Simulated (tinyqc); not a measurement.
Worked calculation: three-level Kane dispersion of a narrow-gap semiconductor. Values are carried at full precision from step to step, so a last printed digit may differ when a step is redone from the rounded ones.

Zero of energy at Gamma8, c = hbar^2/2m0, P^2 = Ep c. The free-electron term and remote bands are left out, so the heavy holes are flat at E = 0 and the other three bands obey E (E - Eg)(E + Dso) = P^2 k^2 (E + 2 Dso/3). The conduction band is the highest root; its edge is Ec = max(Eg, 0).

Constants: hbar^2/2m0 = 3.80998211 eV angstrom^2; hbar = 6.58211957e-16 eV s; e^2/(4 pi eps0) = 14.39964547 eV angstrom; muB = 5.788381798e-05 eV/T.

Inputs chosen for the exercise (near those of HgTe; the results hold for these values, not for the real material): Eg = -0.314 eV (E(Gamma6) - E(Gamma8)); Dso = 1.06 eV (spin-orbit splitting); Ep = 19.6 eV (Kane energy); k = 0.007 1/angstrom (wave vector); n = 1.9e+17 cm^-3 (electron density); eps = 14.6 (high-frequency dielectric constant); B = 1.4 T (magnetic field).

## The three bands at one k

Expand the equation into E^3 + a2 E^2 + a1 E + a0 = 0 and give its roots; compare with the two-level form (Dso to infinity) E = Eg/2 +/- sqrt(Eg^2/4 + (2/3) P^2 k^2).

P^2 k^2 = 0.003659 eV^2

a2, a1, a0: 1.374000  0.329181  -0.002586

roots (eV): -1.0616  -0.3200  0.0076

two-level form (eV): -0.3216  0.0076

The two-level form misses the highest root by 0.0 meV. The order is inverted: the band that would be the light hole curves upward from Gamma8 and touches the heavy holes, so there is no gap.

## Mass at the edge and limiting velocity

For Eg < 0 the conduction band starts at Gamma8 with m0* = 3 |Eg|/(2 Ep). In the two-level form the velocity tends to v = sqrt(2/3) P/hbar, and |Eg| = 2 m v^2 with m = 3 |Eg|/(2 Ep), as for a relativistic particle. 1 angstrom = 1e-10 m.

m0* = 0.02403 m0
P = 8.6415 eV angstrom
v = 1.072e+06 m/s
k at which the linear part sets in, |Eg|/(2 hbar v) = 0.02225 1/angstrom

## Fermi level and mass at a given density

Degenerate electrons at T = 0: kF = (3 pi^2 n)^(1/3), 1 cm^-3 = 1e-24 angstrom^-3; EF is the highest root at kF. The momentum (cyclotron, optical) mass is m(E) = hbar^2 k/(dE/dk) = c d(k^2)/dE with d(k^2)/dE = k^2 [1/E + 1/(E - Eg) + 1/(E + Dso) - 1/(E + 2 Dso/3)]; the density of states is k d(k^2)/dE/(2 pi^2).

Edge mass m0* = 3 |Eg|/(2 Ep).

Compare EF - Ec with the parabolic value c kF^2/m0*.

kF = 0.01779 1/angstrom
EF - Ec = 0.0448 eV
parabolic value = 0.0502 eV
m(EF) = 0.02976 m0
m(EF)/m0* = 1.238
density of states at EF = 7.037e+18 1/(eV cm^3)

The parabola overstates EF - Ec by a factor of 1.12; (EF - Ec)/|Eg| = 0.14, and the two-level rule 1 + 2 (EF - Ec)/|Eg| = 1.285 estimates the mass ratio.

## Plasma and cyclotron energies

hbar wp = sqrt(8 pi c (e^2/4 pi eps0) n/(eps m)), hbar wc = 2 muB B/m (classical limit), with m = m(EF) and, for comparison, the edge mass; n in angstrom^-3.

hbar wp with m(EF), with m0* (meV): 24.56  27.33

hbar wc with m(EF), with m0* (meV): 5.45  6.74

hbar wc is not small against EF - Ec = 44.8 meV, so fewer than ten Landau levels are filled and the classical value is only a guide.

## Checks

- Roots of the cubic against the 8 x 8 Kane matrix without remote terms: they agree to 1e-10 or better.
- m(E) near the edge against m0*: both 0.02403.

Program tinyqc; command `OMP_NUM_THREADS=1 python tinyqc.py 1080444 1080445 out.jsonl`; about 0.01 s on one thread of a shared Intel(R) Xeon(R) Processor @ 2.30GHz.
